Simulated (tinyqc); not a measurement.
RHF in the sto-3g basis, for H3+, spin multiplicity 1, step by step. One step of it, computed by the program tinyqc.

Problem. Orthogonalisation. S = U s U^T; symmetric (Loewdin) form X = U s^(-1/2) U^T, so that X^T S X = 1.

overlap S:
```
          1H 1s     2H 1s     3H 1s
1H 1s  1.000000  0.504770  0.461536
2H 1s  0.504770  1.000000  0.461536
3H 1s  0.461536  0.461536  1.000000
```

Give: eigenvalues of S; X.

Solution.

eigenvalues of S: 0.4952  0.5526  1.9522

X:
```
         1H 1s    2H 1s    3H 1s
1H 1s   1.1690  -0.2520  -0.2076
2H 1s  -0.2520   1.1690  -0.2076
3H 1s  -0.2076  -0.2076   1.1440
```
